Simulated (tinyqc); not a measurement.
Mass and gap go together: armchair graphene nanoribbon in tight binding.

An armchair ribbon of N dimer lines, width (N - 1) sqrt3 acc/2, period 3 acc, one pz orbital a site. In line n, A_n binds to B_n with -t exp(ik/3), times (1 + d) in the two edge lines, and to B_(n-1) and B_(n+1) with -t exp(-ik/6); k runs from -pi to pi. For d = 0 the modes across the ribbon are sin(n p pi/(N + 1)), p = 1 to N, with E = -/+ t sqrt(1 + 4 c^2 + 4 c cos(k/2)), c = cos(p pi/(N + 1)).

Constants: hbar^2/2m0 = 3.80998211 eV angstrom^2.

Parameters, chosen for this exercise (near those used for graphene; shifted at random, so the results belong to these values and not to a real crystal): t = 2.87 eV (hopping); acc = 1.42 angstrom (bond length); d1 = 0.12 (edge correction); N0 = 21 (first width).

Nine widths from N0 on. Lowest conduction band for d = d1: m/m0 = c q^2/(E(q) - E(0)) with q = h/(3 acc), h = 0.001, c = hbar^2/2m0. Dirac rule: m = Eg/(2 v^2), that is m/m0 = c Eg/(hbar v)^2 with hbar v = 3 t acc/2.

Masses:

| N | gap (eV) | mass (m0) | Dirac rule (m0) |
|---|---|---|---|
| 21 | 0.3828 | 0.0356 | 0.0390 |
| 22 | 0.5483 | 0.0599 | 0.0559 |
| 23 | 0.0816 | 0.0082 | 0.0083 |
| 24 | 0.3371 | 0.0317 | 0.0344 |
| 25 | 0.4839 | 0.0524 | 0.0493 |
| 26 | 0.0725 | 0.0073 | 0.0074 |
| 27 | 0.3011 | 0.0286 | 0.0307 |
| 28 | 0.4331 | 0.0466 | 0.0442 |
| 29 | 0.0652 | 0.0066 | 0.0066 |

What does the comparison show, and why?

The ratio of mass to the Dirac rule runs from 0.91 (N = 21) to 1.07 (N = 22). Its mean is 0.92 for N = 3p, 1.06 for 3p+1 and 0.99 for 3p+2: the lowest modes of 3p and 3p+1 lie on opposite sides of the Dirac point, where the velocity along the ribbon differs. The largest gap (N = 22) and the heaviest mass (N = 22) belong to one ribbon.

tinyqc: `OMP_NUM_THREADS=1 python tinyqc.py 1482788 1482789 out.jsonl`; about 0.05 s, one thread, shared Intel(R) Xeon(R) Processor @ 2.30GHz.
